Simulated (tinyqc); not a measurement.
Comparisons within one model: configuration-coordinate model of carrier capture at a defect. A value that a table varies takes the place of the one given here.

Two parabolas of equal curvature k in one coordinate Q: with the carrier free at the band edge, U_f = k Q^2/2; with the carrier trapped, U_t = k (Q - dQ)^2/2 - ET. ER = k dQ^2/2, Huang-Rhys factor S = ER/hw, hw = 0.0646541 sqrt(k/M) eV for k in eV/angstrom^2 and M in u. The curves cross at a height Eb = (ER - ET)^2/(4 ER) above the free minimum.

Multiphonon factor for giving p = ET/hw phonons to the lattice: W = exp(-S (2 nb + 1)) ((nb + 1)/nb)^(p/2) I_p(x), nb = 1/(exp(hw/kT) - 1), x = 2 S sqrt(nb (nb + 1)), I_p the modified Bessel function. Classical limit: W = hw exp(-Eb/kT)/sqrt(4 pi ER kT). At T = 0: exp(-S) S^p/Gamma(p + 1).

Constants: kB = 8.617333262e-05 eV/K.

Parameters, chosen for this exercise (of the size met at an oxide trap near a Si / SiO2 interface; the results hold for these values, not for the real material):

| symbol | value | unit | meaning |
|---|---|---|---|
| ET | 0.16 | eV | thermal depth of the level below the band edge |
| ER | 0.83 | eV | relaxation energy |
| hw | 0.042 | eV | phonon energy of the mode |
| T | 300 | K | temperature |

## Capture against temperature

The local activation energy is -d ln W/d(1/kT), by central differences with T changed by 1 %.

Against T:

| T (K) | kT/hw | log10 W | log10 W, classical | activation energy (eV) |
|---|---|---|---|---|
| 40 | 0.082 | -4.903 | -17.690 | 0.0000 |
| 60 | 0.123 | -4.898 | -12.100 | 0.0006 |
| 80 | 0.164 | -4.860 | -9.323 | 0.0041 |
| 120 | 0.246 | -4.609 | -6.572 | 0.0250 |
| 160 | 0.328 | -4.224 | -5.215 | 0.0499 |
| 220 | 0.451 | -3.688 | -4.122 | 0.0753 |
| 300 | 0.616 | -3.176 | -3.364 | 0.0917 |
| 400 | 0.821 | -2.773 | -2.858 | 0.0994 |
| 550 | 1.128 | -2.427 | -2.463 | 0.1009 |

log10 W at T = 0 = -4.903
Eb = 0.1352 eV

At 40 K log10 W is -4.90, against -4.90 at T = 0 and -17.7 classically; at 550 K the two forms differ by +0.04. The activation energy read from an Arrhenius plot goes from 0.000 eV at 40 K to 0.101 at 550 K, with its largest value 0.101 at 550 K, against Eb = 0.135 eV; the classical form itself gives Eb - kT/2. A measured slope therefore understates the barrier.

## Capture against depth of the level

ET is varied at fixed ER, hw and T, as by moving the band edge with alloying or pressure.

Against ET:

| ET/ER | ET (eV) | Eb (eV) | log10 W | log10 W, classical |
|---|---|---|---|---|
| 0.10 | 0.083 | 0.1681 | -3.715 | -3.916 |
| 0.25 | 0.207 | 0.1167 | -2.877 | -3.053 |
| 0.50 | 0.415 | 0.0519 | -1.862 | -1.964 |
| 0.75 | 0.623 | 0.0130 | -1.296 | -1.310 |
| 1.00 | 0.830 | 0.0000 | -1.133 | -1.092 |
| 1.25 | 1.038 | 0.0130 | -1.331 | -1.310 |
| 1.50 | 1.245 | 0.0519 | -1.851 | -1.964 |
| 2.00 | 1.660 | 0.2075 | -3.722 | -4.578 |
| 3.00 | 2.490 | 0.8300 | -10.124 | -15.036 |

Capture is fastest at ET/ER = 1 among these rows, where the barrier vanishes or nearly so. The classical form is symmetric about ET = ER; the quantum one gives -1.86 at 0.5 and -1.85 at 1.5, against -1.96 for both. At ET = 3 ER it lies 4.9 decades above the classical value: deep levels capture by emitting many phonons, and the rate falls with depth by 7.7 decades per eV between the last two rows. Rows deeper than the gap of the host are formal.

## What each parameter does

Eb, log10 W and the full width 2.35482 sqrt(ER hw coth(hw/2kT)). Each row changes one parameter from the base and keeps the others.

Results:

| case | Eb (eV) | log10 W | full width (eV) |
|---|---|---|---|
| base | 0.1352 | -3.176 | 0.5368 |
| ET = 0.2 eV | 0.1195 | -2.922 | 0.5368 |
| ER = 0.88 eV | 0.1473 | -3.379 | 0.5527 |
| hw = 0.0504 eV | 0.1352 | -3.021 | 0.5558 |
| T = 330 K | 0.1352 | -3.033 | 0.5547 |

The largest shifts from the base row, up to three for each result and ties (the steps differ in size, so this ranks the rows, not the parameters). Eb (eV): ET -0.0157, ER +0.0121; unchanged at the printed digits by hw and T. log10 W: ET +0.253, ER -0.203, hw +0.154. full width (eV): hw +0.0191, T +0.0179, ER +0.0159; unchanged at the printed digits by ET.

Computed by tinyqc, a small Python program: `OMP_NUM_THREADS=1 python tinyqc.py 1482720 1482721 out.jsonl` (the numbers bound the seed that draws the inputs); one thread of a shared host (Intel(R) Xeon(R) Processor @ 2.30GHz), about 0.01 s for the whole set of steps.
